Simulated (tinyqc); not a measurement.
Read current of a NAND string, cells in series solved by shooting: one step of the calculation.

Cells in series, numbered from 0 at the source line (0 V) to the bit line, each followed by a gap resistance Rg. A cell with gate Vg, threshold VT, source Vs and drain Vd passes I = 2 nf K Vt^2 [F(Vs) - F(Vd)]/(1 + th max(Vg - VT, 0)), F(V) = ln^2(1 + exp((Vg - VT - nf V)/(2 nf Vt))). The selected cell has Vg = Vr, the others Vg = Vp.

Task. Node voltages for a trial current. For a trial current I start at 0 V and, cell by cell (the selected one is cell 3), solve for the drain: sqrt(F(Vd)) = sqrt(F(Vs) - I/k), k = 2 nf K Vt^2/(1 + th max(Vg - VT, 0)), Vd = [Vg - VT - 2 nf Vt ln(exp(sqrt F) - 1)]/nf, then add I Rg.

Inputs (values chosen for the exercise); values of the order met in vertical NAND strings: temperature T = 358 K; gain factor of a cell K = 3.1 uA/V^2; slope factor nf = 1.7; mobility reduction factor th = 0.17 1/V; resistance of the gap between cells Rg = 8.8 kohm; bit-line voltage Vbl = 0.4 V; pass voltage Vp = 6.1 V; read voltage on the selected word line Vr = 1.17 V.

Constants: q = 1.602176634e-19 C, kB = 1.380649e-23 J/K, Vt = kB T/q. Results are converted to the units shown.

first trial current = 0.17 uA
thresholds from the source end, cell 0 to 4 (V): [-2.3, -2.3, -2.3, 0.5, -2.3]

Give: node voltage after each cell and gap, trial 1.

Result.

node voltage after each cell and gap, trial 1, cell 0 to 4 (V): [0.01737, 0.03480, 0.05229, 0.1851, 0.2031]

Computed by the program tinyqc: `OMP_NUM_THREADS=1 python tinyqc.py 2142233 2142234 out.jsonl`, one thread of a shared Intel Xeon 2.30GHz, about 0.4 s for the whole run.
